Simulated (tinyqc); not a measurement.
From one set of inputs to another, one input at a time: cluster expansion of a binary alloy: correlations, fit, cross-validation and ground states. Computed by tinyqc, a small Python program. Command: `OMP_NUM_THREADS=1 python tinyqc.py 3031485 3031486 out.jsonl clex ladder`. One thread of a shared host (Intel(R) Xeon(R) Processor @ 2.30GHz), about 0.1 s of CPU time with the checks.

s = +1 for A and -1 for B. Energy per site E = J0 + J1 P(point) + sum over clusters of m V P, with P the mean product of spins; V > 0 on a pair favours unlike neighbours. Clusters per site m: pair 1 2, pair 2 2, pair 3 2, triplet 4; the triplet is two first-neighbour bonds at a right angle. Formation energies are counted from the line between pure A and pure B, which removes J0 and J1.

The inputs printed are set A. Inputs not listed in the table keep their values of set A, so the rows need not describe a real material.

Inputs (values chosen for the exercise, for a model alloy):
```
quantity                    value      unit
first-pair interaction V1   -19.4       meV
second-pair interaction V2   -7.1       meV
third-pair interaction V3    -1.6       meV
triplet interaction Vt       -3.7       meV
noise amplitude               2.4  meV/site
temperature T                 900         K
fraction x of B              0.36         -
```

Lattice: square.

correlations P, counted on periodic cells:
```
                       point     pair 1     pair 2     pair 3    triplet
A                   1.000000   1.000000   1.000000   1.000000   1.000000
A3B p(2x2)          0.500000   0.000000   0.000000   1.000000  -0.500000
A3B c(4x2)          0.500000   0.000000   0.000000   0.500000  -0.500000
A2B diagonal rows   0.333333  -0.333333   0.333333  -0.333333  -0.333333
A2B rows            0.333333   0.333333  -0.333333   0.333333   0.333333
AB c(2x2)           0.000000  -1.000000   1.000000   1.000000   0.000000
AB p(2x1)           0.000000   0.000000  -1.000000   1.000000   0.000000
A2B2 rows           0.000000   0.500000   0.000000   0.000000   0.000000
AB2 diagonal rows  -0.333333  -0.333333   0.333333  -0.333333   0.333333
AB2 rows           -0.333333   0.333333  -0.333333   0.333333  -0.333333
AB3 p(2x2)         -0.500000   0.000000   0.000000   1.000000   0.500000
AB3 c(4x2)         -0.500000   0.000000   0.000000   0.500000   0.500000
B                  -1.000000   1.000000   1.000000   1.000000  -1.000000
```

standard normal numbers for the noise (0 for the pure ends): A 0.000, A3B p(2x2) 1.121, A3B c(4x2) -1.229, A2B diagonal rows -2.626, A2B rows 0.934, AB c(2x2) 1.229, AB p(2x1) 0.393, A2B2 rows -1.102, AB2 diagonal rows -0.319, AB2 rows -0.429, AB3 p(2x2) 0.057, AB3 c(4x2) 0.682, B 0.000

Constants: k_B = 8.617333262e-05 eV/K.

Method:
- Design matrix of formation energies: m (P - 1) for pairs and m (P(triplet) - P(point)) for the triplet; x = (1 - P(point))/2.
- Exact: X V with V = (V1, V2, V3, Vt). The data to fit add the noise amplitude times the normal numbers, standing for what the clusters leave out.
- Leave out pair 3: A = X^T X and b = X^T E (E being the data with noise) over these three columns; solve A V = b. The root-mean-square error runs over the structures between the pure ends.
- For each set, H = X (X^T X)^-1 X^T over the structures between the ends; residual e = E - H E; leave-one-out error e_i/(1 - H_ii); both as root mean squares.
- Random alloy: P(pair) = p^2, P(triplet) = p^3, p = 1 - 2x, so H_mix = (p^2 - 1) sum m V(pairs) + (p^3 - p) m Vt; G_mix = H_mix + k_B T [x ln x + (1 - x) ln(1 - x)]. To first order in 1/T the Warren-Cowley parameter of shell 1 is alpha_1 = -(1 - p^2) V_eff/(k_B T), V_eff = V1 + (number of triplets on a first-neighbour bond) p Vt, that number being 4.

Each row keeps all changes above it; columns: (1) input moved; (2) from; (3) to; (4) alpha_1; (5) root-mean-square error of the three-cluster fit (meV/site); (6) leave-one-out error without pair 3 (meV/site):
```
(1)                                 (2)   (3)       (4)     (5)     (6)
set A                                 -     -   0.27977  1.8130  2.5208
first-pair interaction V1 (meV)   -19.4  28.6  -0.29061  1.8130  2.5208
triplet interaction Vt (meV)       -3.7   6.9  -0.43169  1.8130  2.5208
third-pair interaction V3 (meV)    -1.6  -1.5  -0.43169  1.8260  2.5640
fraction x of B                    0.36   0.8  -0.09936  1.8260  2.5640
noise amplitude (meV/site)          2.4   4.6  -0.09936  3.9927  5.9937
second-pair interaction V2 (meV)   -7.1  -7.7  -0.09936  3.9927  5.9937
temperature T (K)                   900  1800  -0.04968  3.9927  5.9937
```

Where does the difference come from?

alpha_1 goes from 0.280 to -0.0497, -0.329 in all. The largest single move comes from first-pair interaction V1 (-0.57), and fraction x of B works against it (+0.332). Root-mean-square error of the three-cluster fit goes from 1.81 to 3.99, a factor 2.20 in all. The largest single move comes from noise amplitude (a factor 2.19). Leave-one-out error without pair 3 goes from 2.52 to 5.99, a factor 2.38 in all. The largest single move comes from noise amplitude (a factor 2.34). The single moves hold for this order of the switches; the total does not depend on the order.

Caution (rows set A): G_mix lies above the hull of the ordered structures at this x, so the random alloy is not the equilibrium state at T. Caution (rows set A, first-pair interaction V1, triplet interaction Vt, third-pair interaction V3): so large an alpha_1 is beyond the first-order expansion.

Extremes, crossings and ranges named in words are read from the listed rows.
